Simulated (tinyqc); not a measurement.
## Electron mobility in a silicon inversion layer, empirical terms and Matthiessen rule: effect of the temperature

Inversion layer of sheet density Ns on a uniformly doped body, under a high-permittivity gate with an interlayer. The mobility terms are empirical power laws with prefactors chosen for the exercise; adding their inverses (Matthiessen) is itself an approximation.

Nc and Nv are given at 400 K and scale as (T/400 K)^1.5; Eg is fixed. ni = sqrt(Nc Nv) exp(-Eg/(2 Vt)), Eg in volts; Ndep = sqrt(2 eps0 eps_r Nb (2 Vt ln(Nb/ni) + Vsb)/q); E = q (Ndep + eta Ns)/(eps0 eps_r), in MV/cm. With t = T/(300 K): muC = Ac (Ns/1e12 cm^-2) t/(Nb/1e17 cm^-3 + Nit/1e11 cm^-2), muP = Ap E^(-1/3) t^(-1.75), muS = As E^(-gs), muR = Ar exp(2 ti/lr)/t; 1/mu is the sum of the inverses.

Inputs (values chosen for the exercise); material values close to those of silicon:
- Eg = 1.12 eV (band gap)
- eps_r = 11.8 (relative permittivity of the semiconductor)
- Nc = 4.23e19 cm^-3 (conduction-band density of states at the reference temperature)
- Nv = 4.08e19 cm^-3 (valence-band density of states at the reference temperature)
- Nb = 4.6e17 cm^-3 (body doping)
- Vsb = 0.6 V (reverse body bias)
- eta = 0.5 (weight of the inversion charge in the effective field)
- Ap = 476 cm^2/(V s) (phonon-limited mobility at 1 MV/cm and 300 K)
- As = 621 cm^2/(V s) (roughness-limited mobility at 1 MV/cm)
- gs = 2 (exponent of the roughness term)
- Ac = 3100 cm^2/(V s) (Coulomb prefactor)
- Nit = 3e10 cm^-2 (charge at the interface)
- Ar = 330 cm^2/(V s) (remote-phonon mobility without interlayer)
- ti = 0.8 nm (interlayer thickness)
- lr = 0.7 nm (decay length of remote phonons)
- Ns = 1.5e12 cm^-2 (inversion density)

Constants: q = 1.602176634e-19 C, kB = 1.380649e-23 J/K, Vt = kB T/q, eps0 = 8.8541878128e-14 F/cm where lengths are in cm. Results are converted to the units shown.

Effect of the temperature:
```
T (K)	E (MV/cm)	muC (cm^2/(V s))	muP (cm^2/(V s))	muS (cm^2/(V s))	muR (cm^2/(V s))	mu (cm^2/(V s))
120	0.5996	379.6	2806	1728	8112	270.8
160	0.5951	506.1	1700	1754	6084	303.2
200	0.5902	632.7	1154	1783	4867	311.2
250	0.5836	790.8	783.7	1823	3894	298.9
300	0.5765	949.0	571.9	1869	3245	274.3
350	0.5689	1107	438.6	1919	2781	246.1
400	0.5609	1265	348.9	1974	2434	218.6
450	0.5526	1423	285.3	2034	2163	193.7
```

As T goes from 120 to 450 K, E falls from 0.600 to 0.553 MV/cm and mu goes from 271 through a maximum of 311 (at T = 200 K among the rows listed) to 194 cm^2/(V s). The smallest term is the Coulomb one in the first row and the phonon one in the last. Coulomb scattering weakens and phonon scattering grows with T, hence the maximum. For T = 120 to 160 K dopant freeze-out and degenerate screening, left out here, matter.

Numbers from tinyqc (`OMP_NUM_THREADS=1 python tinyqc.py 2510049 2510050 out.jsonl`; about 0.01 s on one thread of a shared Intel Xeon 2.30GHz).
